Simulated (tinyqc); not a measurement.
Hot carriers by balance equations with a heated Maxwellian. Inputs raised by 5 %, one at a time. Computed by tinyqc, a small Python program. Command: `OMP_NUM_THREADS=1 python tinyqc.py 3013798 3013799 out.jsonl hot sens`. One thread of a shared host (Intel(R) Xeon(R) Processor @ 2.30GHz), about 0.05 s of CPU time with the checks.

The carriers follow a Maxwellian at an electron temperature T_e, slightly displaced; the drift energy is neglected against k_B T_e. The balance averages the rate, not the time, so mu_0 lies below the relaxation-time value.

Inputs (values chosen for the exercise, modelled on holes in silicon):
```
quantity                                          value       unit
effective mass m                                  0.501        m_0
density rho                                        2329     kg/m^3
sound velocity v_l                                 9180        m/s
acoustic deformation potential D_A                  5.6         eV
phonon energy hbar w                               60.2        meV
optical or intervalley deformation potential D_o    8.4  1e8 eV/cm
final valleys Z_f                                     1          -
lattice temperature T                               350          K
electric field F                                    7.7      kV/cm
mixing                                              0.3          -
iteration cap                                       300          -
```

Band: parabolic. Solver: damped fixed point.

Constants: k_B = 8.617333262e-05 eV/K; k_B = 1.380649e-23 J/K; e = 1.602176634e-19 C; hbar = 1.054571817e-34 J s; m_0 = 9.1093837015e-31 kg; hbar = 6.582119569e-16 eV s.

Method:
- Parabolic band: E = hbar^2 k^2/(2 m), speed v = hbar k/m, states per spin, volume and energy g(E) = m k/(2 pi^2 hbar^2). Masses are multiplied by m_0 and all formulas are in SI units.
- Phonon occupation N_q = 1/(exp(hbar w/(k_B T)) - 1).
- Acoustic deformation potential (elastic, equipartition, absorption and emission together): 1/tau = 2 pi k_B T D_A^2 g(E)/(hbar rho v_l^2).
- Optical or intervalley deformation potential: 1/tau = (pi Z_f D_o^2/(rho w)) [N_q g(E + hbar w) + (N_q + 1) g(E - hbar w)], with g = 0 below the band edge.
- Averages over the Maxwellian, <y> = int y x^(1/2) exp(-x) dx / int x^(1/2) exp(-x) dx with x = E/(k_B T_e), split at x_0 = hbar w/(k_B T_e): 64 Gauss-Legendre points in sqrt(x) below it and 128 in sqrt(x - x_0) above it, up to x = 32. Momentum balance: mu(T_e) = e/(m nu), nu = <x (sum of rates)>/<x>. Power lost per carrier: P(T_e) = hbar w <emission rate - absorption rate> + <(2 m v_l^2/(k_B T)) (E - 2 k_B T) acoustic rate>.
- Energy relaxation time at weak heating: tau_E = (3/2) k_B / (dP/dT_e), the derivative by a central difference of +/- 0.5 K at T_e = T.
- Fixed point: T_out = T + (T_e - T) e mu(T_e) F^2/P(T_e), T_new = T_e + mixing (T_out - T_e).
- Start at T_e = 1.5 T; stop when T_e moves by less than 1e-6 K or exceeds 1e6 K.
- v = mu(T_e) F; warm-carrier coefficient (mu/mu_0 - 1)/F^2.

Runs; columns: (1) input moved; (2) from; (3) to; (4) drift velocity (1e7 cm/s); (5) low-field mobility mu_0 (cm^2/(V s)); (6) energy relaxation time tau_E (ps); (7) mobility mu(T_e) (cm^2/(V s)):
```
(1)                                        (2)      (3)      (4)     (5)      (6)     (7)
base run                                     -        -  0.37471  587.46  0.36602  486.64
effective mass m (m_0)                   0.501  0.52605  0.34036  520.00  0.33996  442.03
sound velocity v_l (m/s)                  9180     9639  0.38572  609.51  0.36602  500.93
acoustic deformation potential D_A (eV)    5.6     5.88  0.36332  564.92  0.36551  471.85
phonon energy hbar w (meV)                60.2    63.21  0.39734  635.56  0.38491  516.03
lattice temperature T (K)                  350    367.5  0.35044  535.42  0.35764  455.12
electric field F (kV/cm)                   7.7    8.085  0.38799  587.46  0.36602  479.89
density rho (kg/m^3)                      2329  2445.45  0.38799  616.83  0.38432  503.89
```

Exponents ln(y'/y) / ln(x'/x):
```
input                               drift velocity  low-field mobility mu_0  energy relaxation time tau_E  mobility mu(T_e)
effective mass m                            -1.971                   -2.500                        -1.514            -1.971
sound velocity v_l                           0.593                    0.755                         0.000             0.593
acoustic deformation potential D_A          -0.632                   -0.802                        -0.028            -0.632
phonon energy hbar w                         1.202                    1.613                         1.032             1.202
lattice temperature T                       -1.372                   -1.901                        -0.475            -1.372
electric field F                             0.714                    0.000                         0.000            -0.286
density rho                                  0.714                    1.000                         1.000             0.714
```

Which inputs matter most for each result?

Among the inputs moved here: drift velocity answers most in size to effective mass m (exponent -1.971), next to lattice temperature T (-1.372). Low-field mobility mu_0 answers most in size to effective mass m (exponent -2.500), next to lattice temperature T (-1.901); its exponent is below 0.0005 for electric field F. Its exponent -2.500 in effective mass m: rates scale as m^(3/2) and mu = e tau/m. Energy relaxation time tau_E answers most in size to effective mass m (exponent -1.514), next to phonon energy hbar w (+1.032); its exponent is below 0.0005 for sound velocity v_l, electric field F. mobility mu(T_e) answers most in size to effective mass m (exponent -1.971), next to lattice temperature T (-1.372).

Caution (all rows): the drift energy m v^2/2 is not small against the heating (3/2) k_B (T_e - T), so T_e - T is rough.
